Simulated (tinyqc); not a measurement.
How many levels, and whether to terminate: recursion (Haydock) method for the local density of states: bulk site of a cubic lattice.

One orbital a site at energy 0, hopping -t to the 6 nearest neighbours of a cubic lattice; the start u0 is a site in the bulk, with energy V. Recursion: a_n = <u_n|H|u_n>, b_(n+1) u_(n+1) = (H - a_n) u_n - b_n u_(n-1), b > 0. G(z) = 1/(z - a0 - b1^2/(z - a1 - b2^2/(...))), z = E + i eta. After n levels the tail is b_n^2 T with the square-root terminator T = (z - sqrt(z - 2b) sqrt(z + 2b))/(2 b^2), b = 3t so that the band edges lie at -/+ 6t.

Reference: the closed form for a chain (bulk 1/sqrt(z^2 - 4t^2), end site (z - sqrt(z^2 - 4t^2))/(2t^2)), averaged over 400 points (j + 1/2) pi/400 in each remaining direction with z shifted by 2t cos k, then G/(1 - V G).

Values chosen for the exercise:
- t = 0.67 eV (hopping)
- V = 0 eV (shift of the starting site)
- eta = 0.034 eV (broadening)

Energies as fractions of the half width 6t.

Density (1/eV):
```
fraction  E (eV)  2 levels  4 levels  7 levels  7, no terminator  reference
-1.10     -4.422    0.0012    0.0013    0.0013            0.0012     0.0013
-0.90     -3.618    0.0307    0.0334    0.0318            0.0407     0.0320
-0.60     -2.412    0.0914    0.0843    0.0845            0.0119     0.0860
-0.35     -1.407    0.1614    0.1762    0.1773            1.8737     0.1801
-0.15     -0.603    0.2168    0.2141    0.2160            0.0145     0.2110
0.00       0.000    0.2336    0.2130    0.2058            2.9550     0.2107
0.15       0.603    0.2168    0.2141    0.2160            0.0145     0.2110
0.35       1.407    0.1614    0.1762    0.1773            1.8737     0.1801
0.60       2.412    0.0914    0.0843    0.0845            0.0119     0.0860
0.90       3.618    0.0307    0.0334    0.0318            0.0407     0.0320
1.10       4.422    0.0012    0.0013    0.0013            0.0012     0.0013
```

Largest errors against the reference: 0.0229 (2 levels), 0.0038 (4), 0.0050 (7) and 2.744 without terminator, which leaves seven broadened spikes in place of a band. With seven levels the error is largest at E = -0.60 and 0.60 eV. The error does not fall at every step in the number of levels.

Computed by tinyqc, a small Python program: `OMP_NUM_THREADS=1 python tinyqc.py 1452879 1452880 out.jsonl` (the numbers bound the seed that draws the inputs); one thread of a shared host (Intel(R) Xeon(R) Processor @ 2.30GHz), about 0.1 s for the whole set of steps.
